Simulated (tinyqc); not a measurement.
Inside a calculation: optical transitions of a finite quantum well. Values are carried at full precision from step to step, so a last printed digit may differ when a step is redone from the rounded ones.

Each carrier sees a square well of width L with its own depth V and masses m (inside), mb (outside); c = hbar^2/2m0, k = sqrt(m E/c), kappa = sqrt(mb (V - E)/c), and level n solves k L + 2 atan[(k/m)/(kappa/mb)] = n pi. The envelope is cos(kz) for odd n and sin(kz) for even n inside, joins exp(-kappa (|z| - L/2)) outside, and is normalised to 1. Excitons and band mixing are left out.

Constants: hbar^2/2m0 = 3.80998211 eV angstrom^2; hc = 1239.841984 eV nm; fine-structure constant alpha = 0.007297352564.

Values chosen for the exercise (near those of an InGaAs well in InAlAs; shifted at random, so the results belong to these values and not to a real crystal): L = 81 angstrom (well width); Eg = 0.806 eV (gap of the well); Vc = 0.5 eV (conduction offset); Vv = 0.19 eV (valence offset); me = 0.0398 m0 (electron, well); meb = 0.0787 m0 (electron, barrier); mh = 0.382 m0 (heavy hole along z, well); mhb = 0.4 m0 (heavy hole, barrier); ml = 0.0523 m0 (light hole along z, well); mlb = 0.0913 m0 (light hole, barrier); Ns = 2.4 x 1e12/cm^2 (electrons in e1); n_r = 3.35 (refractive index); G = 3 meV (half width of the line).

## Confinement energies

Up to three levels for each carrier.

Levels:
```
level  E (eV)  k (1/angstrom)  kappa (1/angstrom)
e1     0.0665         0.02636             0.09463
e2     0.2701         0.05312             0.06891
hh1    0.0107         0.03274             0.13721
hh2    0.0424         0.06519             0.12449
hh3    0.0936         0.09686             0.10061
lh1    0.0412         0.02378             0.05971
lh2    0.1591         0.04673             0.02721
```

## Interband transitions

From e1 and e2 to each hole level: E = Eg + E_e + E_h, wavelength hc/E, squared overlap of the envelopes, and the strength |<S|p|v>|^2 in units of P^2 at the subband edge: overlap^2 times 1/2 (hh) or 1/6 (lh) for light polarised in the plane (TE), times 0 (hh) or 2/3 (lh) along z (TM).

Transitions:
```
pair    E (eV)  wavelength (nm)  overlap^2      TE      TM
e1-hh1  0.8832           1403.8     0.9738  0.4869  0.0000
e1-lh1  0.9137           1356.9     0.9881  0.1647  0.6587
e1-hh2  0.9149           1355.2     0.0000  0.0000  0.0000
e1-hh3  0.9661           1283.4     0.0179  0.0089  0.0000
e1-lh2  1.0316           1201.9     0.0000  0.0000  0.0000
e2-hh1  1.0868           1140.8     0.0000  0.0000  0.0000
e2-lh1  1.1173           1109.6     0.0000  0.0000  0.0000
e2-hh2  1.1185           1108.5     0.9160  0.4580  0.0000
e2-hh3  1.1697           1060.0     0.0000  0.0000  0.0000
e2-lh2  1.2352           1003.7     0.8750  0.1458  0.5833
```

The edge is e1-hh1 at 1404 nm. Pairs of opposite parity vanish exactly; e1-hh3 is allowed by parity and reaches 0.0179, only because the two envelopes leak differently into the barriers.

## Intersubband transitions from e1

z_1j = <1|z|j>; 1/m1 = <1|1/m|1>; f_1j = (m1/c)(E_j - E_1) z_1j^2, which sums to 1 over all bound and continuum states.

Transitions:
```
pair  E (meV)  wavelength (micrometre)  |z| (angstrom)        f
1-2    203.63                    6.089          21.167  0.97308
```

m1 = 0.04064 m0
sum of f over bound states = 0.9731

The continuum carries the remaining 0.0269. With hard walls z_12 = 16 L/(9 pi^2) = 14.59 angstrom and f_12 = 256/(27 pi^2) = 0.9607.

## Absorption of one well

For light polarised along z (a real waveguide or Brewster geometry adds an angle factor), with all electrons in e1 and none in e2, the peak fractional absorption is 4 pi alpha Ns c f_12/(n_r m1 G) and the area under the Lorentzian line is pi G times that, c = hbar^2/2m0; 1e12/cm^2 = 1e-4/angstrom^2. EF - E1 = 2 pi c Ns/m1 at zero temperature.

peak absorption = 19.979 %
area = 188.30 % meV
EF - E1 = 141.4 meV

EF lies below e2, as assumed.

## Checks

- Sum of f over all levels of a difference grid (60 cells across the well) against 1: 0.999 against 1.000.
- The strength f_12 on that grid against the matched envelopes: 0.972 against 0.973.

(tinyqc, `OMP_NUM_THREADS=1 python tinyqc.py 1280747 1280748 out.jsonl`, Intel(R) Xeon(R) Processor @ 2.30GHz, 1 thread, shared host, about 0.09 s.)
